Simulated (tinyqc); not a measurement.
# Lateral field, substrate current, probability of reaching the oxide barrier and hot-carrier lifetime of a silicon transistor (pseudo-two-dimensional and lucky-electron models), step by step

A worked calculation. Computed by tinyqc, a small Python program that keeps every step. Command: `OMP_NUM_THREADS=1 python tinyqc.py 3015116 3015117 out.jsonl hotcar walk`. One thread of a shared host (Intel(R) Xeon(R) Processor @ 2.30GHz), about 0.01 s of CPU time with the checks. Intermediate numbers are printed to about 7 digits and carried at full precision; extremes and crossings named in words are read from the listed rows.

Local-field models: a lucky carrier gains its energy at the peak field over a path free of collisions. Voltages are magnitudes.

Inputs (values chosen for the exercise, modelled on a silicon p-channel):

| quantity | value | unit |
|---|---|---|
| channel length L | 960 | nm |
| oxide thickness t | 16 | nm |
| junction depth x_j | 200 | nm |
| mobility mu | 140 | cm^2/(V s) |
| saturation velocity v_s | 0.72 | 1e7 cm/s |
| threshold voltage V_T | 0.66 | V |
| gate voltage V_G | 5 | V |
| drain voltage V_D | 7.2 | V |
| ionisation prefactor A_i | 8e+06 | 1/cm |
| ionisation field B_i | 3.76 | MV/cm |
| hot-carrier mean free path lambda | 4.9 | nm |
| oxide barrier phi_b | 4.6 | eV |
| interface-trap threshold phi_it | 4.6 | eV |
| lifetime constant H | 600 | s microampere/micrometre |

Drain: abrupt.

Constants: eps_0 = 8.8541878128e-12 F/m.

## Saturation point and current

C_ox = 3.9 eps_0/t; F_sat = 2 v_s/mu; V_Dsat = V_ov F_sat L/(V_ov + F_sat L), V_ov = V_G - V_T; I_D/W = C_ox v_s (V_ov - V_Dsat).

F_sat = 102.8571 kV/cm

V_Dsat = 3.014882 V

drain current I_D/W = 205.9113 microampere/micrometre

## Peak lateral field

Scale length l = 0.22 t^(1/3) x_j^(1/2) (all in cm); F_m = sqrt(((V_D - V_Dsat)/l_e)^2 + F_sat^2), with l_e = l; length of the velocity-saturated region l_e ln((V_D - V_Dsat)/(l_e F_sat) + F_m/F_sat).

scale length l = 115.0741 nm

peak field F_m = 377.9539 kV/cm

velocity-saturated length = 227.3320 nm

energy gained over one free path, e lambda F_m = 0.1851974 eV

The field rises from F_sat to F_m as cosh(x/l_e), a factor 3.7, over 24 % of L.

## Hot-carrier currents and lifetime

Substrate current I_sub/I_D = (A_i/B_i)(V_D - V_Dsat) exp(-B_i/F_m); probability of reaching the oxide barrier exp(-phi_b/(e lambda F_m)); lifetime tau = (H/(I_D/W)) exp(phi_it/(e lambda F_m)).

I_sub/I_D = 4.257131e-04

substrate current I_sub/W = 0.08765915 microampere/micrometre

probability of reaching phi_b = 1.632443e-11

lifetime tau = 1.784978e+11 s

exponent m = phi_it/(e lambda B_i) = 2.496743

Since both exponentials depend on 1/F_m, tau I_D scales about as (I_sub/I_D)^(-m) with m = 2.50, which lets I_sub serve as the monitor. The lifetime is 566 times ten years (3.156e8 s).

## Substrate current against gate voltage

The formulas are those given above.

At the given drain voltage:

| V_G (V) | V_Dsat (V) | I_D/W (microampere/micrometre) | F_m (kV/cm) | I_sub/W (microampere/micrometre) | tau (s) |
|---|---|---|---|---|---|
| 1.0 | 0.328683 | 1.7586 | 605.9151 | 0.0518929 | 1.826940e+09 |
| 1.4 | 0.688409 | 8.0168 | 575.1328 | 0.1608183 | 9.184114e+08 |
| 2.0 | 1.179883 | 24.8808 | 533.1668 | 0.2758281 | 1.069410e+09 |
| 2.7 | 1.690705 | 54.2773 | 489.6848 | 0.2943921 | 2.340985e+09 |
| 3.6 | 2.265472 | 104.8156 | 440.9764 | 0.2180458 | 1.007468e+10 |
| 4.7 | 2.866990 | 182.2752 | 390.3365 | 0.1101500 | 9.170371e+10 |
| 5.7 | 3.336828 | 264.6577 | 351.1152 | 0.0486168 | 9.272192e+11 |
| 6.8 | 3.785877 | 365.8095 | 314.0127 | 0.0167563 | 1.579819e+13 |
| 7.9 | 4.177202 | 475.9312 | 282.1024 | 0.0049816 | 3.572580e+14 |

I_sub peaks at V_G = 2.7 V, 0.38 V_D: a higher gate voltage brings more carriers but raises V_Dsat and so lowers F_m. The shortest lifetime among the rows lies at V_G = 1.4 V, below that of the largest I_sub, since tau depends more steeply on the field.

## Extrapolating accelerated tests

V_10 solves tau = 3.156e8 s at the given V_G. The extrapolation fits ln(tau) against 1/V_D at 1, 1.08, 1.16 and 1.25 times the given V_D (rounded to 3 digits) by least squares and reads off the same tau.

Stress points:

| V_D (V) | 1/V_D (1/V) | tau (s) |
|---|---|---|
| 7.20 | 0.1388889 | 1.784978e+11 |
| 7.78 | 0.1285347 | 1.046848e+10 |
| 8.35 | 0.1197605 | 1.120973e+09 |
| 9.00 | 0.1111111 | 1.426812e+08 |

ten-year drain voltage V_10 = 8.732898 V

V_10 from the 1/V_D extrapolation = 8.730786 V

The extrapolation is 2 mV below the true value.

Checks made by the program: voltage drop as the integral of F_sat cosh(x/l_e) over the saturated length (relative difference below 1e-10).
